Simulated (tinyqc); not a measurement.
# Composition and strain of an epitaxial Si(1-x)Ge(x) layer from Raman and X-ray peaks, step by step

A worked calculation. Computed by tinyqc, a small Python program that keeps every step. Command: `OMP_NUM_THREADS=1 python tinyqc.py 3016989 3016990 out.jsonl epiraman walk`. One thread of a shared host (Intel(R) Xeon(R) Processor @ 2.30GHz), about 0.01 s of CPU time with the checks. Intermediate numbers are printed to about 6 digits and carried at full precision; extremes and crossings named in words are read from the listed rows.

A (001) layer, biaxially strained in the plane. The Raman peaks follow empirical lines omega = w0 + c1 x + c3 x^3 + b eps (c3 for Si-Ge alone), with eps the in-plane strain.

Inputs (values chosen for the exercise, modelled on silicon-germanium):
```
quantity                        value      unit
Ge fraction x                    0.77         -
degree of relaxation R           0.28         -
Ge fraction y of the buffer      0.91         -
lattice constant of Si          5.431  angstrom
lattice constant of Ge          5.658  angstrom
bowing B                        0.026  angstrom
2 C12/C11 of Si                 0.767         -
2 C12/C11 of Ge                 0.745         -
Si-Si: w0                       520.9      1/cm
Si-Si: c1                         -69      1/cm
Si-Si: strain coefficient b      -690      1/cm
Si-Ge: w0                       400.1      1/cm
Si-Ge: c1                        23.5      1/cm
Si-Ge: c3                       -31.9      1/cm
Si-Ge: strain coefficient b      -540      1/cm
Ge-Ge: w0                       280.5      1/cm
Ge-Ge: c1                        18.6      1/cm
Ge-Ge: strain coefficient b      -447      1/cm
uncertainty of a Raman peak      0.05      1/cm
X-ray wavelength             1.540598  angstrom
```

Substrate: relaxed alloy buffer. Pair of peaks used: Si-Si and Ge-Ge.

## Lattice constants and strain

Relaxed lattice constant a(x) = a_Si + (a_Ge - a_Si) x - B x (1 - x). In-plane constant a_par = a_sub + R (a(x) - a_sub); eps = a_par/a(x) - 1; eps_perp = -(2 C12/C11) eps with 2 C12/C11 linear in x; a_perp = a(x) (1 + eps_perp). The buffer has a_sub = a(y).

relaxed constant a(x) = 5.60119 angstrom

substrate constant a_sub = 5.63544 angstrom

a_par = 5.62585 angstrom

in-plane strain eps = 4.40331 per mille

strain along the normal = -3.30275 per mille

a_perp = 5.58269 angstrom

The layer is under tension in the plane and is shortened along the normal.

## Raman peaks

Insert x and eps in the three lines; the strain part is b eps.

Si-Si peak = 464.732 1/cm

Si-Ge peak = 401.254 1/cm

Ge-Ge peak = 292.854 1/cm

strain parts (1/cm): Si-Si -3.03828, Si-Ge -2.37779, Ge-Ge -1.96828

Read as unstrained, the Si-Si peak would give x = 0.814 in place of 0.77.

## X-ray (004) reflection

Bragg angle theta = arcsin(2 lambda/a) for (004), for the substrate with a_sub and the layer with a_perp; separation in arc seconds.

theta of the substrate = 33.1446 degree

theta of the layer = 33.4988 degree

separation, layer less substrate = 1275.37 arcsec

## Back from two peaks to composition and strain

Unknowns x and eps (per mille). Newton steps: J d = (measured - model), J = [d omega/dx, d omega/d eps] for the two peaks; start at x = 0.5, eps = 0; stop when |d| < 1e-9. The peaks are rounded to 0.001 per cm; R = (a(x)(1 + eps) - a_sub)/(a(x) - a_sub).

peaks used (1/cm): Si-Si 464.732, Ge-Ge 292.854

Iterations:
```
step         x  eps (per mille)  residual 1 (1/cm)  residual 2 (1/cm)
0     0.500000          0.00000            -21.668              3.054
1     0.770002          4.40275              0.000              0.000
```

recovered x = 0.770002

recovered eps = 4.40275 per mille

recovered R = 0.28

## Which pair of peaks is best

For each pair invert J = [d omega/dx, d omega/d eps] at the true x. Independent errors of the given size in both peaks give sigma_x and sigma_eps = uncertainty x (norm of the rows of the inverse of J).

Error propagation:
```
pair               det J      sigma_x  sigma_eps (per mille)
Si-Si and Si-Ge  14.3240   0.00305844               0.267346
Si-Si and Ge-Ge   43.677  9.41155e-04              0.0818085
Si-Ge and Ge-Ge  24.9025   0.00140750              0.0764794
```

The pair Si-Si and Ge-Ge fixes x best (sigma_x = 9.4e-4) and Si-Si and Si-Ge worst (0.0031), a factor 3.2. Strain moves all peaks the same way, so a good pair needs different ratios of composition slope to strain coefficient, best of opposite sign; the slopes here are -69, -33.2 and 18.6 per cm for Si-Si, Si-Ge and Ge-Ge. Errors in the coefficients themselves are not counted.

## Relaxation at fixed composition

(004) Bragg angle theta = arcsin(2 lambda/a), with a = a_perp for the layer and a_sub for the substrate; separation = layer less substrate. The apparent x is the one that a fully strained layer (R = 0) would need to give the same a_perp.

Signatures; columns: (1) R; (2) eps (per mille); (3) Si-Si (1/cm); (4) Ge-Ge (1/cm); (5) a_perp (angstrom); (6) (004) separation (arcsec); (7) apparent x if R = 0 is assumed:
```
(1)       (2)      (3)      (4)      (5)      (6)       (7)
0.00  6.11571  463.550  292.088  5.57549  1451.57  0.770000
0.15  5.19835  464.183  292.498  5.57935  1357.11  0.779112
0.30  4.28099  464.816  292.908  5.58320  1262.80  0.788209
0.50  3.05785  465.660  293.455  5.58834  1137.31  0.800313
0.70  1.83471  466.504  294.002  5.59348  1012.10  0.812389
0.85  0.91736  467.137  294.412  5.59733   918.38  0.821429
1.00  0.00000  467.770  294.822  5.60119   824.81  0.830453
```

Full relaxation moves the Si-Si peak by +4.22 per cm and shrinks the X-ray separation to 57 % of its strained value, about 1/(1 + 2 C12/C11). A symmetric reflection alone cannot part x from R: a relaxed layer read as strained gives x = 0.830 in place of 0.77. An asymmetric reflection or a second peak is needed.

Checks made by the program: recovered composition (relative difference 2e-06).
